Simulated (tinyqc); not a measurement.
Levels of description: finite square well with mass mismatch (envelope functions).

A square well of width L and depth V0, mass mw inside and mb outside, energies from the bottom of the well, c = hbar^2/2m0. k = sqrt(mw E/c), kappa = sqrt(mb (V0 - E)/c). psi and psi'/m are continuous at the walls (BenDaniel-Duke), so level n solves k L + 2 atan[(k/mw)/(kappa/mb)] = n pi.

Non-parabolic bands: mw is replaced by mw (1 + alpha_w E) and mb by mb (1 - alpha_b (V0 - E)), in k, kappa and the matching condition alike.

Constants: hbar^2/2m0 = 3.80998211 eV angstrom^2.

Parameters, chosen for this exercise (near those of a GaAs well in AlGaAs; the results hold for these values, not for the real material): L = 169 angstrom (well width); V0 = 0.121 eV (barrier height); mw = 0.0666 m0 (mass in the well); mb = 0.0795 m0 (mass in the barrier); alpha_w = 0.54 1/eV (non-parabolicity in the well); alpha_b = 0.22 1/eV (non-parabolicity in the barrier).

The same well five ways. mb = mw: the barrier takes the mass of the well. psi' continuous: kappa holds mb but the condition drops the masses, k L + 2 atan(k/kappa) = n pi. The last column is measured against BenDaniel-Duke.

Levels (eV):

| model | E1 | E2 | E3 | E1 - E1(BDD) (meV) |
|---|---|---|---|---|
| infinite walls | 0.0198 | 0.0791 | 0.1779 | 7.8 |
| mb = mw | 0.0124 | 0.0484 | 0.1013 | 0.4 |
| BenDaniel-Duke | 0.0120 | 0.0471 | 0.1002 | 0.0 |
| psi' continuous | 0.0128 | 0.0497 | 0.1025 | 0.8 |
| non-parabolic | 0.0120 | 0.0465 | 0.0973 | 0.0 |

How do the results move, and what explains it?

Hard walls put E1 7.8 meV too high. Ignoring the mass step moves it by +0.4 meV and the wrong matching by +0.8 meV: with mb/mw = 1.19, continuity of psi'/m lets the slope outside be 1.19 times the slope inside, which acts like a softer wall. Non-parabolicity shifts E1 by 0.0 meV, the balance of a heavier mass in the well, which lowers it, and a lighter mass deep in the barrier, which hardens the wall. Among the finite wells the largest departure in E1 is that of the model 'psi' continuous'.

(tinyqc, `OMP_NUM_THREADS=1 python tinyqc.py 1251649 1251650 out.jsonl`, Intel(R) Xeon(R) Processor @ 2.30GHz, 1 thread, shared host, about 0.01 s.)
